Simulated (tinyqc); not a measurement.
Stress along the channel: six-band hole subbands of a thin body in a field.

Basis X, Y, Z times spin, hole energies counted downwards from the unstrained edge (the hydrostatic shift is left out), c = hbar^2/2m0. For a symmetric tensor T let C(T) have C_XX = L Txx + M (Tyy + Tzz), C_XY = N Txy (cyclic), L = c (g1 + 4 g2), M = c (g1 - 2 g2), N = 6 c g3. k = q + kz n, n the unit normal, q = k1 u + k2 v with u along the channel [1-10] and v = n x u. H = C(k k^T) + (Dso/3)(1 - L.sigma) - B + e F z with (L_k)_ij = -i epsilon_kij; B is the block C built from the traceless strain with 2b, -b and sqrt(3) d in place of L, M, N. Strain: exx = eyy = (s11 + s12) sx/2, ezz = s12 sx, exy = -s44 sx/4. Hard walls at z = 0 and t; basis sin(j pi z/t), j = 1 to Nz: kz^2 = (j pi/t)^2, kz = -i D with D_jl = 4 j l/(t (j^2 - l^2)), z_jj = t/2 and z_jl = -8 t j l/(pi (j^2 - l^2))^2 for j + l odd; 1 MV/cm = 0.01 eV/angstrom.

Nz = 14. E1 is the top subband at q = 0, gap the distance to the next pair, and the masses are c q^2/(E(q) - E1) at |q| = 0.02 1/angstrom (mean of the spin pair) along the channel [1-10] and across it in the plane; a dash marks a band that does not rise.

Constants: hbar^2/2m0 = 3.80998211 eV angstrom^2.

Parameters, chosen for this exercise (near those of a p-type Si channel; shifted at random, so the results belong to these values and not to a real crystal):
```
symbol  value                unit      meaning
g1      4.3                            Luttinger gamma1
g2      0.34                           gamma2
g3      1.45                           gamma3
Dso     0.043                eV        spin-orbit splitting
b       -2.11                eV        tetragonal potential
d       -4.8                 eV        trigonal potential
S       (7.61, -2.1, 12.48)  1/TPa     compliances s11, s12, s44
face    111                            surface
t       80                   angstrom  body thickness
F       0.2                  MV/cm     field across the body
```

Each row has its own sx.

Results:
```
sx (GPa)  E1 (meV)  gap (meV)  m channel  m across
-3.0         -31.2       49.0      0.124     1.196
-2.0           4.2       49.0      0.128     1.105
-1.0          38.8       48.9      0.139     0.868
-0.5          54.5       36.1      0.159     0.605
0.0           64.9       23.3      0.269     0.274
0.5           63.0       34.1      0.478     0.166
1.0           55.5       47.9      0.524     0.155
```

Under 2 GPa of compression the channel mass goes from 0.269 to 0.128 m0, the mass across from 0.274 to 1.105; the gap to the next subband is 49, 23 and 48 meV at -2, 0 and +1 GPa. The lightest channel mass of the table, 0.124 m0, is at -3.0 GPa.

tinyqc: `OMP_NUM_THREADS=1 python tinyqc.py 1281618 1281619 out.jsonl`; about 0.3 s, one thread, shared Intel(R) Xeon(R) Processor @ 2.30GHz.
